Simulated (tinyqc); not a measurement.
Q-state Potts model on a small periodic square lattice: enumeration, Metropolis, heat-bath and Wolff steps: one step, computed by the program tinyqc. Command: `OMP_NUM_THREADS=1 python tinyqc.py 3111626 3111627 out.jsonl potts walk`. One thread of a shared host (Intel(R) Xeon(R) Processor @ 2.30GHz), about 0.08 s of CPU time with the checks.

E = -J x (number of nearest-neighbour bonds with equal states); n x n sites with periodic edges have 2 n^2 bonds. Order parameter m = (q f - 1)/(q - 1), f being the largest share of one state. Sites are numbered row by row from 0. Here q = 3 and n = 3.

Problem. Eight single-site steps. Site = floor(r1 n^2). State c is drawn with probability exp(K k_c)/sum exp(K k), k_c the number of neighbours in state c: the first c whose cumulative probability reaches r2; r3 is not used.

Inputs (values chosen for the exercise, for a model of domains or grain orientations): temperature T = 431 K.

Update: heat bath.

start states:
```
   1  2  3
1  0  2  0
2  0  2  0
3  1  2  0
```

random numbers, one row a step:
```
        1       2       3
1  0.3992  0.4230  0.8061
2  0.3151  0.0542  0.1428
3  0.1889  0.4784  0.1705
4  0.4071  0.7825  0.3262
5  0.1288  0.3314  0.9952
6  0.3789  0.3977  0.5709
7  0.5906  0.1683  0.4798
8  0.2989  0.2112  0.0610
```

K = 0.6731159

Give: the table «Steps» with the columns old, neighbours in each state, P(old), P(new), new; states afterwards.

Solution.

Steps:

| site | old | neighbours in each state | P(old) | P(new) | new |
|---|---|---|---|---|---|
| 3 | 0 | 2 1 1 | 0.4950 | 0.4950 | 0 |
| 2 | 0 | 3 0 1 | 0.7179 | 0.7179 | 0 |
| 1 | 2 | 2 0 2 | 0.4424 | 0.1151 | 1 |
| 3 | 0 | 2 1 1 | 0.4950 | 0.2525 | 2 |
| 1 | 1 | 2 0 2 | 0.1151 | 0.4424 | 0 |
| 3 | 2 | 2 1 1 | 0.2525 | 0.4950 | 0 |
| 5 | 0 | 3 0 1 | 0.7179 | 0.7179 | 0 |
| 2 | 0 | 4 0 0 | 0.8807 | 0.8807 | 0 |

states afterwards:
```
   1  2  3
1  0  0  0
2  0  2  0
3  1  2  0
```
